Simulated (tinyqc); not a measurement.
Density dependence: plasmons of a degenerate electron gas in the random-phase approximation.

Zero temperature, parabolic band: kF = (3 pi^2 n)^(1/3), EF = c kF^2/m, Ep^2 = 8 pi c e2 n/(m eb), qTF^2 = 6 pi e2 n/(eb EF), c = hbar^2/2m0, e2 = e^2/(4 pi eps0), n in 1/angstrom^3 (1e-24 per 1/cm^3).

Lindhard function: eps(q, E)/eb = 1 + (qTF/q)^2 (f1 + i f2) with z = q/(2 kF), u = E/(hbar vF q), hbar vF = 2 c kF/m; f1 = 1/2 + [h(z - u) + h(z + u)]/(8 z), h(x) = (1 - x^2) ln|(x + 1)/(x - 1)|; f2 = pi u/2 for z + u < 1, (pi/(8 z))(1 - (z - u)^2) for |z - u| < 1 < z + u, else 0. Pairs exist for c (q^2 - 2 q kF)/m < E < c (q^2 + 2 q kF)/m.

Constants: hbar^2/2m0 = 3.80998211 eV angstrom^2; e^2/(4 pi eps0) = 14.39964547 eV angstrom; a0 (Bohr radius) = 0.5291772105 angstrom.

Values chosen for the exercise (out of a larger set: a free-electron density near that of Li; not measured data): n = 4.75e+22 1/cm^3 (electron density); m = 1 m0 (mass); eb = 1 (background dielectric constant).

n is multiplied by the factor listed.

Results:

| factor | rs | EF (eV) | Ep (eV) | Ep/EF | qc/kF | alpha = 3 EF/(5 Ep) |
|---|---|---|---|---|---|---|
| 0.10 | 6.974 | 1.030 | 2.559 | 2.484 | 1.161 | 0.242 |
| 0.20 | 5.535 | 1.636 | 3.619 | 2.213 | 1.066 | 0.271 |
| 0.50 | 4.078 | 3.013 | 5.723 | 1.899 | 0.952 | 0.316 |
| 2.0 | 2.569 | 7.592 | 11.45 | 1.508 | 0.801 | 0.398 |
| 5.0 | 1.893 | 13.98 | 18.10 | 1.294 | 0.714 | 0.464 |
| 10 | 1.502 | 22.20 | 25.59 | 1.153 | 0.654 | 0.520 |

Give the missing row, factor = 1.0.

Computed row:
```
factor     rs  EF (eV)  Ep (eV)  Ep/EF  qc/kF  alpha = 3 EF/(5 Ep)
1.0     3.237    4.783    8.093  1.692  0.874                0.355
```

Over two decades Ep grows by 10.0 (n^(1/2)) and EF by 21.5 (n^(2/3)), so Ep/EF falls from 2.484 to 1.153 as sqrt(rs), and qc/kF from 1.161 to 0.654: in a dense gas the plasmon enters the continuum earlier on the scale of kF. alpha is the coefficient in E = Ep + alpha hbar^2 q^2/(m m0). The random-phase values are only rough in the rows with rs above about 2 (up to 7.0 here).

(tinyqc, `OMP_NUM_THREADS=1 python tinyqc.py 1681652 1681653 out.jsonl`, Intel(R) Xeon(R) Processor @ 2.30GHz, 1 thread, shared host, about 0.01 s.)
